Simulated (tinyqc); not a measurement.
How many bands a k.p model needs: band 4 from Gamma to X: k.p theory built from an empirical-pseudopotential calculation at Gamma.

Empirical pseudopotential on the fcc lattice, atoms at +/- tau, tau = a (1,1,1)/8, no spin-orbit coupling. H(G,G') = c (2 pi/a)^2 |k + G|^2 delta + VS(q) cos(q.tau) + i VA(q) sin(q.tau), q = G - G', c = hbar^2/2m0; k and G in units of 2 pi/a; VS at |q|^2 = 3, 8, 11 and VA at 3, 4, 11, in rydberg, zero elsewhere. The basis is fixed: all 113 G with |G|^2 up to Gcut. Energies are counted from the fourth level at Gamma.

k.p in the lowest n states at Gamma: H_nm = (E_n + c k^2) delta + 2 c k.<n|G|m>, k in 1/angstrom; with all states of the basis it is exact.

Constants: hbar^2/2m0 = 3.80998211 eV angstrom^2; Ry = 13.60569312 eV.

Parameters, chosen for this exercise (near those of InAs; shifted at random, so the results belong to these values and not to a real crystal):
- a = 6.027 angstrom (lattice constant)
- VS = (-0.219, -0.001, 0.05) Ry (symmetric form factors)
- VA = (0.08, 0.049, 0.031) Ry (antisymmetric form factors)
- Gcut = 20 (2 pi/a)^2 (largest |G|^2 of the fixed basis)

Band 4 (counted from below) at k = f (1, 0, 0) 2 pi/a; n ends on whole multiplets.

Energies (eV):

| f | n = 8 | n = 15 | n = 27 | n = 113 (exact) |
|---|---|---|---|---|
| 0.000 | 0.000 | 0.000 | 0.000 | 0.000 |
| 0.125 | -0.104 | -0.107 | -0.110 | -0.110 |
| 0.250 | -0.357 | -0.374 | -0.385 | -0.386 |
| 0.500 | -0.916 | -1.023 | -1.069 | -1.073 |
| 0.625 | -1.104 | -1.285 | -1.358 | -1.365 |
| 0.750 | -1.196 | -1.465 | -1.574 | -1.586 |
| 0.875 | -1.179 | -1.549 | -1.704 | -1.723 |
| 1.000 | -1.047 | -1.527 | -1.739 | -1.769 |

Give the missing row, f = 0.375.

Computed row:
```
f       n = 8  n = 15  n = 27  n = 113 (exact)
0.375  -0.653  -0.705  -0.730           -0.732
```

With n = 8 the band stays within 0.05 eV of the exact one up to f = 0.250 (error at X: +0.721 eV). With n = 15 the band stays within 0.05 eV of the exact one up to f = 0.500 (error at X: +0.241 eV). With n = 27 the band stays within 0.05 eV of the exact one over the whole line (error at X: +0.029 eV). A smaller basis can only raise a level.

(tinyqc, `OMP_NUM_THREADS=1 python tinyqc.py 1080438 1080439 out.jsonl`, Intel(R) Xeon(R) Processor @ 2.30GHz, 1 thread, shared host, about 0.6 s.)
